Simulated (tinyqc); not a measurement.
Inside a calculation. Model: time-dependent dielectric breakdown: cell percolation, Weibull statistics, area scaling and voltage extrapolation. Computed by tinyqc, a small Python program that keeps every step. Command: `OMP_NUM_THREADS=1 python tinyqc.py 3029267 3029268 out.jsonl tddb walk`. One thread of a shared host (Intel(R) Xeon(R) Processor @ 2.30GHz), about 0.01 s of CPU time with the checks. Intermediate numbers are printed to about 6 digits and carried at full precision; extremes and crossings named in words are read from the listed rows.

The oxide is divided into columns of area a^2, each holding m = t_ox/a cells (m is taken as continuous). A share lambda(t) = (t/t_1)^alpha of the cells is defective, and a column whose cells are all defective breaks down.

Inputs (values chosen for the exercise, for a model gate oxide):

| quantity | value | unit |
|---|---|---|
| oxide thickness t_ox | 2.4 | nm |
| defect cell size a | 1.4 | nm |
| exponent alpha of defect growth | 0.9 | - |
| time t_1 at which the occupied share would reach 1 | 9.3e+06 | s |
| test area A | 100 | um^2 |
| product area A_u | 9e+06 | um^2 |
| stress voltage V | 3.08 | V |
| use voltage V_u | 1.7 | V |
| local exponent n = -d ln t/d ln V at the stress voltage | 43 | - |
| activation energy E_a | 0.51 | eV |
| stress temperature T | 140 | C |
| use temperature T_u | 100 | C |
| allowed failure fraction F | 1e-05 | - |

Voltage law used: 1/E.

Constants: k_B = 8.617333262e-05 eV/K.

## Weibull parameters from the cell model

Failure fraction F = 1 - (1 - lambda^m)^N with N = A/a^2 columns, which for small lambda^m is 1 - exp(-(t/t63)^beta) with beta = alpha m and t63 = t_1 N^(-1/beta); critical share lambda(t63) = N^(-1/m). 1 um^2 = 1e6 nm^2.

cells per column m = 1.71429

columns N = 5.10204e+07

Weibull slope beta = 1.54286

characteristic life t63 = 93.9124 s

critical share of defective cells = 3.19019e-05

Times between F = 10 % and 90 % span a factor 7.38: the smaller beta = alpha m, the wider the scatter. Caution: t_1 is an input here; in a real oxide it changes with thickness at fixed voltage.

## A sample of breakdown times

uniform random numbers u: 0.7004  0.7309  0.0796  0.2618  0.1642  0.0993  0.2390  0.6586  0.0367  0.7023  0.5225

Each device fails at t = t63 (-ln(1 - u))^(1/beta). Sort the times; median rank F_i = (i - 0.3)/(n_s + 0.4) for n_s devices; W = ln(-ln(1 - F_i)).

Weibull plot:

| i | t (s) | F_i | ln t | W |
|---|---|---|---|---|
| 1 | 11.160 | 0.061404 | 2.41233 | -2.75877 |
| 2 | 18.704 | 0.149123 | 2.92876 | -1.82333 |
| 3 | 21.736 | 0.236842 | 3.07899 | -1.30826 |
| 4 | 30.834 | 0.324561 | 3.42863 | -0.93549 |
| 5 | 40.495 | 0.412281 | 3.70117 | -0.63204 |
| 6 | 43.363 | 0.500000 | 3.76961 | -0.36651 |
| 7 | 77.207 | 0.587719 | 4.34649 | -0.12098 |
| 8 | 98.402 | 0.675439 | 4.58906 | 0.11803 |
| 9 | 105.995 | 0.763158 | 4.66339 | 0.36489 |
| 10 | 106.358 | 0.850877 | 4.66681 | 0.64342 |
| 11 | 112.023 | 0.938596 | 4.71870 | 1.02614 |

## Fitting the sample

W = ln(-ln(1 - F_i)) with the median ranks F_i. Least squares in W: W = beta ln t - beta ln t63. Maximum likelihood: solve sum t^b ln t/sum t^b - 1/b = mean of ln t for b, then t63 = (mean of t^b)^(1/b).

slope by least squares = 1.34842

t63 by least squares = 69.1559 s

slope by maximum likelihood = 1.61626

t63 by maximum likelihood = 67.7176 s

The true values are beta = 1.543 and t63 = 93.9 s. With 11 devices the standard error of the maximum-likelihood slope is about 0.78 beta/sqrt(n_s) = 0.36; the fits miss by -0.19 and +0.07, and t63 by -26 and -28 %.

## Projection to use conditions

All three voltage laws share the slope n at the stress voltage. Factor t(V_u)/t(V): E law exp(n (1 - V_u/V)); 1/E law exp(n (V/V_u - 1)); power law (V/V_u)^n. Temperatures in kelvin are T(C) + 273.15. Temperature factor exp[(E_a/k_B)(1/T_u - 1/T)]; area factor (A/A_u)^(1/beta); percentile factor (-ln(1 - F))^(1/beta); life = t63 x all four; 1 year = 3.15576e7 s.

voltage factor = 1.44355e+15

temperature factor = 4.64391

area factor = 6.15059e-04

percentile factor = 5.74461e-04

projected life = 7048.76 years

Area and percentile together cost 6.5 decades, voltage and temperature return 15.8; a ten-year target is met. Caution: a voltage factor of more than nine decades rests wholly on the chosen law and cannot be tested.

## Three voltage laws

Life = t63 x voltage, temperature, area and percentile factors, the last three as above.

Log10 of the life in years:

| V_u/V | V_u (V) | E law | 1/E law | power law |
|---|---|---|---|---|
| 1.00 | 3.080 | -11.3113 | -11.3113 | -11.3113 |
| 0.95 | 2.926 | -10.3776 | -10.3284 | -10.3534 |
| 0.90 | 2.772 | -9.4439 | -9.2364 | -9.3437 |
| 0.80 | 2.464 | -7.5764 | -6.6427 | -7.1442 |
| 0.70 | 2.156 | -5.7089 | -3.3079 | -4.6505 |
| 0.60 | 1.848 | -3.8415 | 1.1385 | -1.7718 |
| 0.50 | 1.540 | -1.9740 | 7.3633 | 1.6330 |
| 0.40 | 1.232 | -0.1065 | 16.7007 | 5.8001 |

At V_u/V = 0.9 the laws differ by 0.21 decades at most, and at 0.5 by 9.3. The E law is the most cautious and the 1/E law the most hopeful. Ten years are reached at V_u/V = 0.341 (E), 0.603 (1/E), 0.517 (power). Caution: the rows at low voltage extrapolate over many decades and cannot be tested.

Checks made by the program: Weibull form against the exact column count at t63 (relative difference 6e-09).
